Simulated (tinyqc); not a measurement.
CMOS inverter, nodal equation and switching: one step of the calculation.

An n-channel pull-down (bn, VTn) and a p-channel pull-up (bp, VTp) share the input Vin and the output node Vout, which carries the load C. Transistor (EKV form, voltages against the body): I = 2 n b Vt^2 [F(vp - Vs) - F(vp - Vd)] from drain to source, F(v) = ln^2(1 + exp(v/(2 Vt))), vp = (Vg - VT + sg |Vd - Vs|)/n. n-channel bodies are at 0; for the p-channel device all voltages are counted down from Vdd. b in uA/V^2 gives I in uA. Static: In = Ip. Transient: C dVout/dt = Ip - In. No velocity saturation, no gate capacitance beyond C.

Task. Output voltage by Newton steps. f = In - Ip at (Vin, Vout); G = df/dVout by a central difference with +/- 1e-6 V; Vout(new) = Vout - f/G.

Inputs (values chosen for the exercise): temperature T = 293 K; supply voltage Vdd = 0.5 V; slope factor n = 1.16; drain-induced barrier lowering sg = 0.082; n-channel threshold VTn = 0.26 V; p-channel threshold (magnitude) VTp = 0.29 V; gain factor of the pull-down transistor bn = 530 uA/V^2; gain factor of the pull-up transistor bp = 1100 uA/V^2; input voltage Vin = 0.35 V.

Constants: q = 1.602176634e-19 C, kB = 1.380649e-23 J/K, Vt = kB T/q. Results are converted to the units shown.

Vout after iteration 1 = -0.55180113 V

Wanted: In; Ip; G; Vout after iteration 2.

Result.

In = -132.8 uA
Ip = 0.1838 uA
G = 435.6 uS
Vout after iteration 2 = -0.2465 V

The value that enters this step is an overshoot, farther from the solution than the start was, so its intermediate quantities are not physical.

Numbers from tinyqc (`OMP_NUM_THREADS=1 python tinyqc.py 2340055 2340056 out.jsonl`; about 0.04 s on one thread of a shared Intel Xeon 2.30GHz).
